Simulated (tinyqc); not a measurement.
Threshold of a short bulk MOSFET: charge sharing, barrier lowering, narrow width: two steps of the calculation.

n-channel device on a p-type body, depletion approximation, full ionisation. Uniform doping N = Na. Vbi from Boltzmann statistics is rough for the degenerate source. Cox = eps0 eox/tox.

Inputs (values chosen for the exercise); band and dielectric values close to those of silicon: temperature T = 300 K; band gap Eg = 1.11 eV; relative permittivity eps_r = 11.8; conduction-band density of states at T Nc = 2.85e19 cm^-3; valence-band density of states at T Nv = 2.63e19 cm^-3; relative permittivity of the gate insulator (close to silicon dioxide) eox = 3.9; insulator thickness tox = 11 nm; channel doping Na = 3.1e17 cm^-3; source and drain doping Nsd = 1e20 cm^-3; flat-band voltage for the doping Na Vfb = -0.9 V; junction depth xj = 10 nm; body-source voltage Vbs = 0 V; drain-source voltage Vds = 1.2 V; gate width W = 790 nm; shape factor of the fringing depletion at the width edges xw = 0.7854; channel length L = 600 nm.

Constants: q = 1.602176634e-19 C, kB = 1.380649e-23 J/K, Vt = kB T/q, eps0 = 8.8541878128e-14 F/cm where lengths are in cm. Results are converted to the units shown.

Task 1. Long-channel threshold and scales. ni = sqrt(Nc Nv) exp(-Eg/(2 Vt)), Eg in volts; 2 pB = 2 Vt ln(N/ni); flat band Vfb - Vt ln(N/Na); Wd = sqrt(2 eps0 eps_r (2 pB - Vbs)/(q N)); body term q N Wd/Cox; long-channel VT0 = flat band + 2 pB + body term; Vbi = Vt ln(N Nsd/ni^2); scale length l = sqrt((eps_r/eox) tox Wd).

Wanted: N; 2 pB; flat band; Wd; body term; VT0; Vbi; l.

Result 1.

N = 3.1000e17 cm^-3
2 pB = 0.87832 V
flat band = -0.90000 V
Wd = 60.788 nm
body term = 0.96177 V
VT0 = 0.94009 V
Vbi = 1.0276 V
l = 44.980 nm

Task 2. Short-channel and narrow-width shifts. Charge sharing (trapezoid; it ignores Vds): F = (xj/L)(sqrt(1 + 2 Wd/xj) - 1), lowering = body term times F. Barrier lowering: th = exp(-L/(2 l)) + 2 exp(-L/l), lowering = th [2 (Vbi - 2 pB) + Vds], DIBL = th. Narrow width: rise = body term times xw Wd/W. VT by each model = VT0 - lowering + rise.

2 pB = 0.87831854 V
Wd = 60.788349 nm
body term = 0.96177123 V
VT0 = 0.94008977 V
Vbi = 1.0276488 V
l = 44.979561 nm

Find: F; lowering by charge sharing; th; lowering of the barrier; DIBL; narrow-width rise; VT, charge sharing; VT, barrier lowering.

Result 2.

F = 0.043789
lowering by charge sharing = 42.115 mV
th = 0.0012720
lowering of the barrier = 1.9063 mV
DIBL = 1.2720 mV/V
narrow-width rise = 58.124 mV
VT, charge sharing = 0.95610 V
VT, barrier lowering = 0.99631 V

L is 13.3 scale lengths. The charge-sharing lowering is 22.1 times the barrier lowering; the first falls off as 1/L and the second exponentially. Both describe the same loss of gate control, so they are alternatives and are not added.

Computed by the program tinyqc: `OMP_NUM_THREADS=1 python tinyqc.py 2002194 2002195 out.jsonl`, one thread of a shared Intel Xeon 2.30GHz, about 0.01 s for the whole run.
